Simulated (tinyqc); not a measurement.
# Changing the particle radius R

Model: a particle near a wafer in liquid: double-layer and van der Waals forces (DLVO), deposition barrier and removal. Computed by tinyqc, a small Python program. Command: `OMP_NUM_THREADS=1 python tinyqc.py 3112270 3112271 out.jsonl dlvo sweep`. One thread of a shared host (Intel(R) Xeon(R) Processor @ 2.30GHz), about 0.02 s of CPU time with the checks.

Sphere and flat wall, Derjaguin approximation, constant potentials in the linear-superposition form, no retardation and no hydration force.

Inputs (values chosen for the exercise, of the order of those for silicon nitride on silicon in water): Hamaker constant A = 3.2e-20 J; potential of the particle psi_1 = -59 mV; potential of the wafer psi_2 = -13 mV; salt concentration c = 0.021 mol/L; valence z of the symmetric salt = 1; temperature T = 293 K; dielectric constant of the liquid = 80.2; contact distance h0 = 0.3 nm; contact radius over R = 0.05; viscosity = 0.65 mPa s.

Constants: e = 1.602176634e-19 C; N_A = 6.02214076e+23 1/mol; eps_0 = 8.8541878128e-12 F/m; k_B = 1.380649e-23 J/K; k_B = 8.617333262e-05 eV/K.

Method. kappa^2 = 2 z^2 e^2 N_A (1000 c)/(eps eps_0 k_B T); gamma_i = tanh(z e psi_i/(4 k_B T)); Z = 64 pi eps eps_0 (k_B T/(z e))^2 gamma_1 gamma_2. Adhesion F_a = A R/(6 h0^2) [1 + a^2/(R h0)] - kappa Z R exp(-kappa h0), a the contact radius. Drag in a shear flow F_d = 1.7 x 6 pi mu R^2 G, acting at 1.4 R; rolling starts when 1.4 R F_d = a F_a. Wall shear stress = mu G.

One run for each value:
```
particle radius R (nm)  wall shear stress for rolling (Pa)  net adhesion F_a (pN)    kappa R
5                                                    13197              2.960e+02  2.377e+00
11                                                    6299              6.838e+02  5.230e+00
22                                                    3425              1.487e+03  1.046e+01
47                                                    1896              3.757e+03  2.234e+01
100                                                   1183              1.061e+04  4.754e+01
210                                                    851              3.369e+04  9.984e+01
450                                                    691              1.255e+05  2.139e+02
950                                                    617              4.996e+05  4.516e+02
2000                                                   582              2.089e+06  9.508e+02
```

Describe and explain the trends.

Over the rows, wall shear stress for rolling (Pa) falls from 13200 to 582 (exponent d ln y / d ln x -0.94 between the first rows and -0.078 between the last); net adhesion F_a (pN) rises from 296 to 2.09e6 (exponent d ln y / d ln x 1.1 between the first rows and 1.9 between the last); kappa R rises from 2.38 to 951 (exponent d ln y / d ln x about 1.0 throughout). At the low end the exponent of wall shear stress for rolling is -0.94, close to -1: adhesion goes as R and drag as R^2. The smallest particle needs 22.7 times the shear stress of the largest.

Caution (rows 5.00): kappa R is not large, so the Derjaguin approximation is only rough at gaps of the order of the Debye length.

Extremes, crossings and ranges named in words are read from the listed rows.
